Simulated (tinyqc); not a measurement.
Inputs raised by 2 %, one at a time: electroplating on a thin resistive seed layer: kinetics, Wagner number and the terminal effect across a wafer. Computed by tinyqc, a small Python program. Command: `OMP_NUM_THREADS=1 python tinyqc.py 3121566 3121567 out.jsonl terminal sens`. One thread of a shared host (Intel(R) Xeon(R) Processor @ 2.30GHz), about 0.08 s of CPU time with the checks.

Current enters the seed at the rim. The bath is treated as a local resistance per area (no lateral flow in the liquid), two electrons per ion, molar volume 7.11 cm^3/mol, Faraday constant F = e N_A, kinematic viscosity 0.01 cm^2/s, omega = 2 pi x rpm/60; k_B T/e is in volts.

Inputs (values chosen for the exercise, of the order of those for copper plating on a thin cobalt or ruthenium seed):
```
quantity                               value         unit
wafer radius R                            10           cm
seed thickness t                         8.3           nm
seed resistivity                         5.9  microohm cm
bath conductivity kappa                 0.29         S/cm
gap to the anode h                       5.7           cm
extra resistance of a porous plate        87     ohm cm^2
exchange current density i_0            0.19      mA/cm^2
cathodic transfer coefficient alpha     0.53            -
mean current density                      10      mA/cm^2
diffusivity of the metal ion         5.1e-06       cm^2/s
metal ion concentration                 0.33        mol/L
rotation rate                             30          rpm
temperature T                            298            K
```

Constants: e = 1.602176634e-19 C; N_A = 6.02214076e+23 1/mol; k_B = 8.617333262e-05 eV/K.

Method:
- Growth rate = i V_m/(2 F). Levich limit i_L = 0.62 x 2 F D^(2/3) omega^(1/2) nu^(-1/6) c. Tafel overpotential eta = (k_B T/(alpha e)) ln(i/i_0); kinetic resistance k_B T/(alpha e i); bath resistance h/kappa + plate; R_s = resistivity/t; Wagner number = kinetic resistance x kappa/R.
- Linearised: with R_t = kinetic + bath resistance the current density obeys (1/r)(r i')' = i R_s/R_t, so i = A I_0(r/l), l = sqrt(R_t/R_s); with x = R/l, edge/centre = I_0(x) and edge/mean = x I_0(x)/(2 I_1(x)).
- Voltage drop in the seed for a uniform current: i R_s R^2/4.
- Full model: seed potential phi(r) with (1/r)(r phi')' = R_s i, where i solves phi = R_b i + (k_B T/(alpha e)) ln(i/i_0) (phi being the driving voltage left at r); phi'(0) = 0 and phi'(R) = R_s i_mean R/2. Solved by collocation to a tolerance of 1e-7.

Runs:
```
input moved                             from      to  edge over centre, full model  length l (cm)  drop for uniform current (mV)  Wagner number
base run                                   -       -                         3.330          3.961                           1777         0.1405
wafer radius R (cm)                       10    10.2                         3.459          3.961                           1849         0.1378
seed thickness t (nm)                    8.3   8.466                         3.268          4.000                           1742         0.1405
bath conductivity kappa (S/cm)          0.29  0.2958                         3.341          3.954                           1777         0.1433
gap to the anode h (cm)                  5.7   5.814                         3.319          3.967                           1777         0.1405
cathodic transfer coefficient alpha     0.53  0.5406                         3.333          3.959                           1777         0.1378
mean current density (mA/cm^2)            10    10.2                         3.333          3.959                           1813         0.1378
exchange current density i_0 (mA/cm^2)  0.19  0.1938                         3.330          3.961                           1777         0.1405
```

Exponents ln(y'/y) / ln(x'/x):
```
input                                edge over centre, full model  length l  drop for uniform current  Wagner number
wafer radius R                                              1.930     0.000                         2             -1
seed thickness t                                           -0.946     0.500                        -1              0
bath conductivity kappa                                     0.166    -0.087                         0              1
gap to the anode h                                         -0.168     0.089                         0              0
cathodic transfer coefficient alpha                         0.047    -0.022                         0             -1
mean current density                                        0.047    -0.022                         1             -1
exchange current density i_0                                0.000     0.000                         0              0
```

Among the inputs moved here: edge over centre, full model answers most in size to wafer radius R (exponent +1.930), next to seed thickness t (-0.946); its exponent is below 0.0005 for exchange current density i_0. Its exponent 0.000 in exchange current density i_0: in the Tafel range i_0 only shifts the voltage. Length l answers most in size to seed thickness t (exponent +0.500), next to gap to the anode h (+0.089); its exponent is below 0.0005 for wafer radius R, exchange current density i_0. Its exponent +0.500 in seed thickness t: l = sqrt(R_t/R_s). Drop for uniform current answers most in size to wafer radius R (exponent +2.000), next to seed thickness t (-1.000); its exponent is below 0.0005 for bath conductivity kappa, gap to the anode h, cathodic transfer coefficient alpha, exchange current density i_0. Wagner number answers most in size to wafer radius R (exponent -1.000), and about equally to bath conductivity kappa (+1.000), mean current density (-1.000), cathodic transfer coefficient alpha (-1.000); its exponent is below 0.0005 for seed thickness t, gap to the anode h, exchange current density i_0.
